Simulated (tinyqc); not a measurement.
Growing the shell: core-shell quantum dot (spherical envelope functions).

Parabolic bands; strain and other valleys are left out. s states, u = r psi, hard wall at R + H, c = hbar^2/2m0, energies from the band edges of the core. Core: u = sin(k1 r)/k1, k1 = sqrt(m1 E/c). At R, psi and psi'/m are continuous, so u is continuous and its slope in the shell is s = u/R + (m2/m1)(u' - u/R). Shell: u(R + x) = u(R) cos(k2 x) + s sin(k2 x)/k2, k2 = sqrt(m2 (E - V)/c); for negative arguments the functions turn into sinh and cosh. A level has u(R + H) = 0.

Overlap = (integral of u_e u_h)^2 with normalised u. Coulomb integrals J_ab = (q/eps) double integral of u_a(r)^2 u_b(s)^2/max(r, s), q = e^2/(4 pi eps0), one eps everywhere. Exciton E = Eg + E_e + E_h - J_eh; first-order biexciton shift J_ee + J_hh - 2 J_eh (positive: repulsive).

Constants: hbar^2/2m0 = 3.80998211 eV angstrom^2; e^2/(4 pi eps0) = 14.39964547 eV angstrom; hc = 1239.841984 eV nm.

Parameters, chosen for this exercise (near those of a ZnSe/CdS core-shell dot; the results hold for these values, not for the real material): R = 23 angstrom (core radius); Vc = -0.733 eV (conduction edge of the shell above that of the core); Vv = 0.537 eV (hole barrier of the shell); me1 = 0.157 m0 (electron, core); me2 = 0.207 m0 (electron, shell); mh1 = 0.609 m0 (hole, core); mh2 = 0.777 m0 (hole, shell); Eg = 2.716 eV (gap of the core); eps = 6.2 (dielectric constant); Hs = (2, 7, 12, 22, 28, 40, 63) angstrom (shell thicknesses).

All quantities anew for each H.

Results:
```
H (angstrom)  E_e (eV)  E_h (eV)  electron in core  overlap  J_eh (meV)  E (eV)  biexciton shift (meV)
2               0.3588    0.0967             0.994    0.999       162.5   3.009                    0.1
7               0.1146    0.0851             0.775    0.800       128.0   2.788                   11.9
12             -0.1708    0.0844             0.349    0.355        99.8   2.530                   41.2
22             -0.4854    0.0844             0.077    0.081        77.7   2.237                   66.7
28             -0.5655    0.0844             0.040    0.043        70.5   2.164                   74.4
40             -0.6424    0.0844             0.015    0.016        60.2   2.098                   85.1
63             -0.6934    0.0844             0.004    0.005        47.5   2.060                   98.3
```

The line moves by -949 meV: the electron gives -1052, the hole -12 and the weaker attraction +115 meV. Over the last step E_e moves by -50.9 meV and E_h by 0.0 meV; the electron level lies above the shell edge Vc, so at this thickness it still spreads with the shell; whether a thicker shell brings it below Vc depends on whether the core binds a level at all. The overlap goes from 0.999 to 0.005, which scales the radiative lifetime by 215.7 if the rate is proportional to it. In the thickest shell the electron is spread so far that the attraction of the hole, taken to first order here, would pull it back and raise the overlap.

Computed by tinyqc, a small Python program: `OMP_NUM_THREADS=1 python tinyqc.py 1252423 1252424 out.jsonl` (the numbers bound the seed that draws the inputs); one thread of a shared host (Intel(R) Xeon(R) Processor @ 2.30GHz), about 0.02 s for the whole set of steps.
